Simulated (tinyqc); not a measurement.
Minority carriers and saturation current of a heavily doped emitter: one step of the calculation.

n-type, parabolic bands, full ionisation. eta = (EF - Ec)/kB T solves N = Nc F12(eta), F12(x) = (2/sqrt(pi)) int_0^infinity sqrt(u)/(1 + exp(u - x)) du. The gap shrinks rigidly by dEg = E1 [ln(N/N0) + sqrt(ln^2(N/N0) + 0.5)], an empirical law that is here taken as the true narrowing.

Task. Effective intrinsic density. ni = sqrt(Nc Nv) exp(-Eg/(2 Vt)), Eg in volts; degeneracy factor g = F12(eta) exp(-eta); nie^2 = ni^2 exp(dEg/kB T) g, p0 = nie^2/N; apparent narrowing dEg + kB T ln g.

Inputs (values chosen for the exercise); band and dielectric values those of a made-up semiconductor:
```
symbol    value   unit                                     meaning
T           350      K                                 temperature
Eg         1.22     eV                                    band gap
Nc      2.94e19  cm^-3  conduction-band density of states at 350 K
Nv      3.99e19  cm^-3     valence-band density of states at 350 K
N        8.8e18  cm^-3                       ionised donor density
E1          9.8    meV                 energy of the narrowing law
N0       9.6e16  cm^-3                density of the narrowing law
```

Constants: q = 1.602176634e-19 C, kB = 1.380649e-23 J/K, Vt = kB T/q. Results are converted to the units shown.

converged eta = -1.1008570

Wanted: ni; dEg; g; apparent narrowing; nie; p0.

Result.

ni = 5.6370e10 cm^-3
dEg = 89.095 meV
g = 0.89998
apparent narrowing = 85.916 meV
nie = 2.3422e11 cm^-3
p0 = 6233.8 cm^-3

Narrowing multiplies p0 by 19.2 and degeneracy by 0.900.

Range of the model: Band tails, non-parabolic bands and incomplete ionisation are left out.

Computed by the program tinyqc: `OMP_NUM_THREADS=1 python tinyqc.py 2330128 2330129 out.jsonl`, one thread of a shared Intel Xeon 2.30GHz, about 0.01 s for the whole run.
